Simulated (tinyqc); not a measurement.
Both approximations at x = 1/2: order-disorder in a binary alloy on two sublattices: Bragg-Williams and pair (quasi-chemical) approximations. Computed by tinyqc, a small Python program. Command: `OMP_NUM_THREADS=1 python tinyqc.py 3003651 3003652 out.jsonl order walk`. One thread of a shared host (Intel(R) Xeon(R) Processor @ 2.30GHz), about 0.01 s of CPU time with the checks.

All z = 4 neighbours of a site lie on the other sublattice. B fills the sublattices with x + eta/2 and x - eta/2; energies are per site, from the pure components: u = -z w y with y the probability of an A-B bond taken in one order.

Inputs (values chosen for the exercise, for a model alloy): ordering energy w = (e_AA + e_BB)/2 - e_AB = 13.3 meV; fraction x of B = 0.44.

Lattice: square (z = 4).

Constants: k_B = 8.617333262e-05 eV/K.

Method. Bragg-Williams: k_B T_c = 2 z w x (1 - x). Pair approximation at x = 1/2: k_B T_c = w/ln(z/(z - 2)). At x = 1/2 the alloy is an Ising model with K = w/(2 k_B T). Bragg-Williams: eta = tanh(z K eta), neighbour correlation -eta^2. Pair: h = (z - 1) artanh(tanh K tanh h), eta = tanh(z h/(z - 1)), correlation -(tanh K + tanh^2 h)/(1 + tanh K tanh^2 h). T is given in units of the Bragg-Williams T_c at x = 1/2, z w/(2 k_B).

T_c, pair approximation at x = 1/2 = 222.666 K

Order and neighbour correlation:

| T/T_c | T (K) | eta, Bragg-Williams | correlation, Bragg-Williams | eta, pair | correlation, pair |
|---|---|---|---|---|---|
| 0.30 | 92.60 | 0.99741 | -0.99483 | 0.99704 | -0.99432 |
| 0.45 | 138.91 | 0.97398 | -0.94863 | 0.96095 | -0.93274 |
| 0.55 | 169.77 | 0.93553 | -0.87521 | 0.87689 | -0.81371 |
| 0.65 | 200.64 | 0.87207 | -0.76050 | 0.65847 | -0.58845 |
| 0.75 | 231.51 | 0.77552 | -0.60143 | 0.00000 | -0.32151 |
| 0.85 | 262.38 | 0.62950 | -0.39627 | 0.00000 | -0.28592 |
| 0.95 | 293.25 | 0.37949 | -0.14401 | 0.00000 | -0.25725 |
| 1.10 | 339.55 | 0.00000 | 0.00000 | 0.00000 | -0.22344 |
| 1.50 | 463.02 | 0.00000 | 0.00000 | 0.00000 | -0.16514 |

What does the comparison show, and why?

The pair approximation loses long-range order between T/T_c = 0.65 and 0.75, at 223 K, and keeps a correlation of -0.165 in the last row. At its own T_c the correlation is -1/(z - 1) = -0.333, so the fewer the neighbours, the more of the ordering energy is released above T_c.
